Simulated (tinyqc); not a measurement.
Worked calculation: empirical pseudopotential in a few plane waves. One step of it, computed by the program tinyqc.

Question. Levels at G. Diagonalise the Hermitian matrix.

H(k) at G (eV), order +0+0+0, -1-1-1, -1-1+1, -1+1-1, -1+1+1, +1-1-1, +1-1+1, +1+1-1, +1+1+1, -2+0+0, +0-2+0, +0+0-2, +0+0+2, +0+2+0, +2+0+0:
```
[[0.000000, 1.981860+0.904344i, -1.981860+0.904344i, -1.981860+0.904344i, -1.981860-0.904344i, -1.981860+0.904344i, -1.981860-0.904344i, -1.981860-0.904344i, 1.981860-0.904344i, 0.000000+0.299325i, 0.000000+0.299325i, 0.000000+0.299325i, 0.000000-0.299325i, 0.000000-0.299325i, 0.000000-0.299325i],
 [1.981860-0.904344i, 12.492661, 0.000000-0.299325i, 0.000000-0.299325i, -0.693890, 0.000000-0.299325i, -0.693890, -0.693890, 0.000000, -1.981860-0.904344i, -1.981860-0.904344i, -1.981860-0.904344i, -0.442551+0.048103i, -0.442551+0.048103i, -0.442551+0.048103i],
 [-1.981860-0.904344i, 0.000000+0.299325i, 12.492661, 0.693890, 0.000000-0.299325i, 0.693890, 0.000000-0.299325i, 0.000000, -0.693890, -1.981860+0.904344i, -1.981860+0.904344i, 0.442551+0.048103i, 1.981860-0.904344i, -0.442551-0.048103i, -0.442551-0.048103i],
 [-1.981860-0.904344i, 0.000000+0.299325i, 0.693890, 12.492661, 0.000000-0.299325i, 0.693890, 0.000000, 0.000000-0.299325i, -0.693890, -1.981860+0.904344i, 0.442551+0.048103i, -1.981860+0.904344i, -0.442551-0.048103i, 1.981860-0.904344i, -0.442551-0.048103i],
 [-1.981860+0.904344i, -0.693890, 0.000000+0.299325i, 0.000000+0.299325i, 12.492661, 0.000000, 0.693890, 0.693890, 0.000000-0.299325i, 1.981860+0.904344i, -0.442551+0.048103i, -0.442551+0.048103i, -1.981860-0.904344i, -1.981860-0.904344i, 0.442551-0.048103i],
 [-1.981860-0.904344i, 0.000000+0.299325i, 0.693890, 0.693890, 0.000000, 12.492661, 0.000000-0.299325i, 0.000000-0.299325i, -0.693890, 0.442551+0.048103i, -1.981860+0.904344i, -1.981860+0.904344i, -0.442551-0.048103i, -0.442551-0.048103i, 1.981860-0.904344i],
 [-1.981860+0.904344i, -0.693890, 0.000000+0.299325i, 0.000000, 0.693890, 0.000000+0.299325i, 12.492661, 0.693890, 0.000000-0.299325i, -0.442551+0.048103i, 1.981860+0.904344i, -0.442551+0.048103i, -1.981860-0.904344i, 0.442551-0.048103i, -1.981860-0.904344i],
 [-1.981860+0.904344i, -0.693890, 0.000000, 0.000000+0.299325i, 0.693890, 0.000000+0.299325i, 0.693890, 12.492661, 0.000000-0.299325i, -0.442551+0.048103i, -0.442551+0.048103i, 1.981860+0.904344i, 0.442551-0.048103i, -1.981860-0.904344i, -1.981860-0.904344i],
 [1.981860+0.904344i, 0.000000, -0.693890, -0.693890, 0.000000+0.299325i, -0.693890, 0.000000+0.299325i, 0.000000+0.299325i, 12.492661, -0.442551-0.048103i, -0.442551-0.048103i, -0.442551-0.048103i, -1.981860+0.904344i, -1.981860+0.904344i, -1.981860+0.904344i],
 [0.000000-0.299325i, -1.981860+0.904344i, -1.981860-0.904344i, -1.981860-0.904344i, 1.981860-0.904344i, 0.442551-0.048103i, -0.442551-0.048103i, -0.442551-0.048103i, -0.442551+0.048103i, 16.656882, 0.693890, 0.693890, -0.693890, -0.693890, 0.000000],
 [0.000000-0.299325i, -1.981860+0.904344i, -1.981860-0.904344i, 0.442551-0.048103i, -0.442551-0.048103i, -1.981860-0.904344i, 1.981860-0.904344i, -0.442551-0.048103i, -0.442551+0.048103i, 0.693890, 16.656882, 0.693890, -0.693890, 0.000000, -0.693890],
 [0.000000-0.299325i, -1.981860+0.904344i, 0.442551-0.048103i, -1.981860-0.904344i, -0.442551-0.048103i, -1.981860-0.904344i, -0.442551-0.048103i, 1.981860-0.904344i, -0.442551+0.048103i, 0.693890, 0.693890, 16.656882, 0.000000, -0.693890, -0.693890],
 [0.000000+0.299325i, -0.442551-0.048103i, 1.981860+0.904344i, -0.442551+0.048103i, -1.981860+0.904344i, -0.442551+0.048103i, -1.981860+0.904344i, 0.442551+0.048103i, -1.981860-0.904344i, -0.693890, -0.693890, 0.000000, 16.656882, 0.693890, 0.693890],
 [0.000000+0.299325i, -0.442551-0.048103i, -0.442551+0.048103i, 1.981860+0.904344i, -1.981860+0.904344i, -0.442551+0.048103i, 0.442551+0.048103i, -1.981860+0.904344i, -1.981860-0.904344i, -0.693890, 0.000000, -0.693890, 0.693890, 16.656882, 0.693890],
 [0.000000+0.299325i, -0.442551-0.048103i, -0.442551+0.048103i, -0.442551+0.048103i, 0.442551+0.048103i, 1.981860+0.904344i, -1.981860+0.904344i, -1.981860+0.904344i, -1.981860-0.904344i, 0.000000, -0.693890, -0.693890, 0.693890, 0.693890, 16.656882]]
```

Give: eigenvalues.

Answer.

eigenvalues (eV): [-2.6693, 8.3950, 8.3950, 8.3950, 11.3825, 11.9957, 11.9957, 11.9957, 15.2691, 15.2691, 16.1732, 19.8637, 19.8637, 19.8637, 23.6947]
